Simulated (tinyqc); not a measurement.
Worked calculation: coherent transport through a tight-binding region between two chains. One step of it, computed by the program tinyqc.

Task: Transmission at E = 0.17 eV. Surface Green function g = (E - i sqrt(4 t^2 - E^2)) / (2 t^2); self-energy tc^2 g on each contact site; G = (E - H - Sigma)^(-1); Gamma = -2 Im Sigma; T = Gamma_L Gamma_R |G_LR|^2; local density of states -Im G_ii / pi.

H of the central region (eV):
```
           1          2
1   0.000000  -0.980000
2  -0.980000   0.000000
```

Leads: semi-infinite chains with site energy 0:
```
parameter                           value
lead hopping t (eV)              2.200000
coupling to the left lead (eV)   0.550000
coupling to the right lead (eV)  0.930000
left contact site                       1
right contact site                      2
```

E = 0.170000 eV

Give: g; G; local density of states; transmission.

Result:

g = 0.018-0.454i 1/eV

G (1/eV):
```
               1              2
1  -0.121-0.408i   0.984+0.086i
2   0.984+0.086i  -0.153-0.152i
```

local density of states (1/eV): 0.130  0.048

transmission = 0.210
